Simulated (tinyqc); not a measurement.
Slater-Koster d bands of an fcc metal, step by step. Values are carried at full precision from step to step, so a last printed digit may differ when a step is redone from the rounded ones.

Slater-Koster d bands. For a bond with direction cosines (l, m, n) the 5 x 5 block is dds Ps + ddp Pp + ddd (1 - Ps - Pp), the projectors on sigma, pi and delta states about the bond; for instance <xy|xy> = 3 l^2 m^2 dds + (l^2 + m^2 - 4 l^2 m^2) ddp + (n^2 + l^2 m^2) ddd, <xy|yz> = 3 l m^2 n dds + l n (1 - 4 m^2) ddp + l n (m^2 - 1) ddd and <3z2-r2|3z2-r2> = (n^2 - (l^2 + m^2)/2)^2 dds + 3 n^2 (l^2 + m^2) ddp + (3/4)(l^2 + m^2)^2 ddd. H(k) sums the blocks times cos(k.R) over the neighbours; the d level is the zero of energy; k in 2 pi/a.

Values chosen for the exercise (of the size met in Cu; the results hold for these values, not for the real material):
```
symbol  value              unit    meaning
dds     -0.361             eV      dd sigma
ddp     0.245              eV      dd pi
ddd     -0.058             eV      dd delta
k       (0.47, 0.19, 0.3)  2 pi/a  wave vector
Nd      9                          d electrons per atom
```

## The block of one bond

Direction (1,1,0)/sqrt2; its eigenvalues must be dds once, ddp twice and ddd twice.

block (eV):
```
             xy      yz      zx   x2-y2   3z2-r2
xy      -0.2853       0       0       0   0.1312
yz            0  0.0935  0.1515       0        0
zx            0  0.1515  0.0935       0        0
x2-y2         0       0       0  0.2450        0
3z2-r2   0.1312       0       0       0  -0.1338
```

## Levels at Gamma

Neighbours: twelve at (a/2)(1,1,0) and equivalents.

Summing the blocks at k = 0 gives E(t2g) = 3 dds + 4 ddp + 5 ddd, E(eg) = 1.5 dds + 6 ddp + 4.5 ddd.

levels (eV): t2g (threefold) -0.3930, eg (twofold) 0.6675

The t2g level lies lower, by 1.0605 eV.

## The Hamiltonian at one k

Sum over the neighbours.

H(k) (eV):
```
             xy       yz       zx    x2-y2   3z2-r2
xy       0.1137  -0.4881  -0.2756        0  -0.2937
yz      -0.4881  -0.5049  -0.3391  -0.2067   0.1193
zx      -0.2756  -0.3391   0.1478   0.3661   0.2113
x2-y2         0  -0.2067   0.3661  -0.0083   0.2826
3z2-r2  -0.2937   0.1193   0.2113   0.2826   0.2839
```

## Levels and character

Diagonalise H; t2g is xy, yz, zx and eg the other two.

levels (eV): -0.9468  -0.3700  -0.0058  0.4762  0.8787

weights:
```
     band 1  band 2  band 3  band 4  band 5
t2g   0.995   0.244   0.497   0.792   0.472
eg    0.005   0.756   0.503   0.208   0.528
```

## Levels at points of symmetry

Coordinates: G (0, 0, 0), X (1, 0, 0), W (1, 0.5, 0), L (0.5, 0.5, 0.5), K (0.75, 0.75, 0); the others lie half way.

Levels (eV):
```
k        band 1  band 2  band 3  band 4  band 5
G        -0.393  -0.393  -0.393   0.667   0.667
G-X 0.5  -1.141  -0.535   0.374   0.374   0.980
X        -1.889  -1.738   1.141   1.141   1.292
W        -0.980  -0.374  -0.374   0.535   1.141
L        -1.212  -0.408  -0.408   1.014   1.014
L-G 0.5  -0.802  -0.121  -0.121   0.561   0.561
K        -1.371  -0.846   0.426   0.711   1.032
```

On these points the bands run from -1.889 (X) to 1.293 eV (X).

## Second moment and the rectangular band

mu2 = z (dds^2 + 2 ddp^2 + 2 ddd^2)/5 per orbital, with z = 12. A rectangular band with the same mu2 has width W = sqrt(12 mu2), Fermi level W (Nd/10 - 1/2) and bond energy -W Nd (10 - Nd)/20 (Friedel).

mu2 = 0.6170 eV^2
W = 2.7211 eV
Fermi level = 1.0884 eV
bond energy per atom = -1.2245 eV

The bond energy is the attractive part alone; the repulsion between atoms, left out, cancels a large share of it in the cohesive energy.

## Checks

- Levels at Gamma from the formulas against H(0): they agree to 1e-10 or better.
- Second moment from the formula against the mean square level on the mesh: both 0.617038.

Computed by tinyqc, a small Python program: `OMP_NUM_THREADS=1 python tinyqc.py 1481078 1481079 out.jsonl` (the numbers bound the seed that draws the inputs); one thread of a shared host (Intel(R) Xeon(R) Processor @ 2.30GHz), about 0.05 s for the whole set of steps.
